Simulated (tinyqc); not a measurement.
Heterojunction of two tight-binding chains: one step. Self-energies on the last left site. Three cases, with inputs chosen for the exercise.

Problem. Hoppings t1 (left), t2 (right), tc (interface); g is the surface Green function of a half chain. The rest of the left chain gives S1 = t1^2 g1 = -t1 exp(i k1 a); the right chain gives S2 = tc^2 g2 = -(tc^2/t2) exp(i k2 a).

Case 1.

ka (rad): left 0.5095476, right 0.4532807

t1 = 3.463620 eV
t2 = 1.881473 eV
tc = 2.552784 eV

Case 2.

ka (rad): left 0.9888539, right 0.4955138

t1 = 0.555121 eV
t2 = 0.457284 eV
tc = 0.503833 eV

Case 3.

ka (rad): left 0.1759508, right 0.1236863

t1 = 9.844915 eV
t2 = 5.497810 eV
tc = 7.357001 eV

Give: S1; S2.

Solution.

Case 1.

S1 = -3.02362-1.68949i eV
S2 = -3.11385-1.51678i eV

Case 2.

S1 = -0.30512-0.46375i eV
S2 = -0.48835-0.26395i eV

Case 3.

S1 = -9.69292-1.72330i eV
S2 = -9.76971-1.21458i eV

Computed by tinyqc, one run a case: `OMP_NUM_THREADS=1 python tinyqc.py N N+1 out.jsonl` with N = 1451003, 1451526, 1451742; one thread of a shared Intel(R) Xeon(R) Processor @ 2.30GHz, about 0.01 s a run at most.
